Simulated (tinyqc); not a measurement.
Inside a calculation. Model: effective-mass impurity with a central-cell term, in a basis of Slater functions. Computed by tinyqc, a small Python program that keeps every step. Command: `OMP_NUM_THREADS=1 python tinyqc.py 3018237 3018238 out.jsonl centralcell walk`. One thread of a shared host (Intel(R) Xeon(R) Processor @ 2.30GHz), about 0.01 s of CPU time with the checks. Intermediate numbers are printed to about 6 digits and carried at full precision; extremes and crossings named in words are read from the listed rows.

The envelope obeys H = -nabla^2 - (2/r) [Z + A exp(-kappa r)] in effective units, with kappa = a*/lambda; positive A deepens the well near the core.

Inputs (values chosen for the exercise, with mass and screening modelled on silicon):
```
quantity                   value      unit
effective mass m           0.322       m_0
dielectric constant eps     11.4         -
charge Z of the core           1         -
central-cell strength A      3.8         -
central-cell range lambda    1.3  angstrom
basis size n                   2         -
smallest exponent zeta_1    0.36      1/a*
ratio beta of exponents      2.7         -
```

Impurity: donor, one isotropic band.

Constants: Ry = 13.605693123 eV; a_0 = 0.529177210903 angstrom.

## Effective units

Units: Ry* = Ry m/eps^2 and a* = a_0 eps/m, with m in m_0. kappa = a*/lambda; the hydrogenic ground state is bound by Z^2 Ry*.

Ry* = 33.7106 meV

a* = 18.7348 angstrom

kappa = 14.4114 1/a*

hydrogenic binding energy = 33.7106 meV

## Matrices over the s basis

zeta_i = zeta_1 beta^(i-1), i = 1..n. For s functions exp(-zeta r), with s = zeta_i + zeta_j: S = 2/s^3, T = zeta_i zeta_j S, V = -2 Z/s^2, W = -2 A/(s + kappa)^2; each function is normalised by dividing by sqrt(S_ii S_jj).

exponents (1/a*): 0.36  0.972

overlap S:
```
         1        2
1  1.00000  0.70070
2  0.70070  1.00000
```

kinetic T (Ry*):
```
          1         2
1    0.1296  0.245188
2  0.245188  0.944784
```

Coulomb V (Ry*):
```
           1          2
1      -0.72  -0.933329
2  -0.933329     -1.944
```

central cell W (Ry*):
```
             1           2
1  -0.00619472  -0.0253880
2   -0.0253880   -0.104364
```

## Generalised eigenproblem

(T + V + W) c = E S c with c^T S c = 1 and the largest component positive.

two lowest levels (Ry*): -1.11193  -0.26372

coefficients of the lowest state: -0.13907  1.09251

<T> = 1.05567 Ry*

<W> = -0.116971 Ry*

## Converged levels

Large basis: zeta_i = 0.06 x 1.6^(i-1), i = 1..22, same formulas; for p functions r exp(-zeta r): S = 24/s^5, T = zeta_i zeta_j S (centrifugal term included), V = -12 Z/s^4, W = -12 A/(s + kappa)^4; overlap eigenvalues below 1e-11 are dropped. Binding energies are -E Ry*; the effective quantum number is nu = Z/sqrt(-E); |psi(0)|^2 is given relative to the hydrogenic Z^3/(pi a*^3).

1s binding energy = 40.0456 meV

2s binding energy = 9.15607 meV

2p binding energy = 8.42867 meV

effective quantum number of 1s = 0.917500

relative |psi(0)|^2 = 4.63094

The central cell moves 1s by +6.335 meV, 2s by +0.728 meV and 2p by +0.0010 meV: p states vanish at the core, so the 2p level gives the hydrogenic scale and 1s the chemical shift. The small basis lies 2.6 meV above the converged 1s level.

## Chemical shift by three methods

First order: shift = 8 A Z^3/(2 Z + kappa)^2 Ry*. One exponent: minimise zeta^2 - 2 Z zeta - 8 A zeta^3/(2 zeta + kappa)^2 by golden section on 0.2 to 6 Z. All shifts are the binding beyond Z^2 Ry*.

Shift of the 1s binding energy (meV):
```
A      first order  one exponent  large basis
-3.80     -3.80494      -3.15519     -2.72325
-1.90     -1.90247      -1.72185     -1.58592
0.38       0.38049       0.38887      0.39638
0.95       0.95124       1.00580      1.05724
1.90       1.90247       2.13753      2.37972
3.80       3.80494       4.92229      6.33495
4.75       4.75618       6.69132      9.44376
```

The three columns are ordered, first order <= one exponent <= large basis, since each is a variational bound with more freedom. At the largest attractive A first order gives 50 % and one exponent 71 % of the shift; at the most repulsive A the true shift is -2.723 meV against -3.805. Attraction pulls the envelope in and feeds itself, repulsion pushes it out and saturates.

## Convergence with the basis

The error is the lowest level above the large-basis value.

Error of the 1s level:
```
n  error (meV)  largest exponent (1/a*)
1      19.9340              3.60000e-01
2       2.5617              9.72000e-01
3       0.6387              2.62440e+00
4       0.2320              7.08588e+00
5       0.1262              1.91319e+01
6       0.1204              5.16561e+01
7       0.1189              1.39471e+02
8       0.1184              3.76573e+02
```

The error falls from 19.9 to 0.118 meV. The last function changes it by less than 5 %: it has levelled off, and what remains is set by beta and zeta_1, not by the range of exponents.

Checks made by the program: the large basis at A = 0 against Z^2, Z^2/4 and Z^2/4 (relative difference 5e-06).
